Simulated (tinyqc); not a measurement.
Spin coating of a resist or spin-on film: centrifugal thinning, evaporation and the final thickness (Emslie and Meyerhofer models): one step, computed by the program tinyqc.

A Newtonian film stays uniform over the wafer; solvent and solids have the same density and the concentration is uniform through the thickness.

Task: Rates. omega = 2 pi f/60; nu(c) = nu_s + k c^gamma; evaporation rate e = e0 sqrt(f/1000 rpm). Flow constant K = 2 omega^2/(3 nu(c0)); Reynolds number of the air omega R^2/nu_air with nu_air = 15 mm^2/s.

Inputs (values chosen for the exercise, of the order of those of a polymer resist in an ester solvent):
```
quantity                                 value          unit
solids volume fraction c0                0.052             -
kinematic viscosity of the solvent nu_s    1.6        mm^2/s
viscosity constant k                      4100        mm^2/s
viscosity exponent gamma                   2.8             -
spin speed f                              6000           rpm
evaporation rate at 1000 rpm e0           0.16  micrometre/s
wafer radius R                             100            mm
```

Give: omega; nu(c0); evaporation rate e; flow constant K; Reynolds number of the air.

Result:

omega = 628.32 1/s

nu(c0) = 2.6413 mm^2/s

evaporation rate e = 0.39192 micrometre/s

flow constant K = 0.099642 1/(micrometre^2 s)

Reynolds number of the air = 4.1888e+05

Caution: above a Reynolds number of about 3e5 the air flow near the rim turns turbulent, and evaporation is no longer uniform.
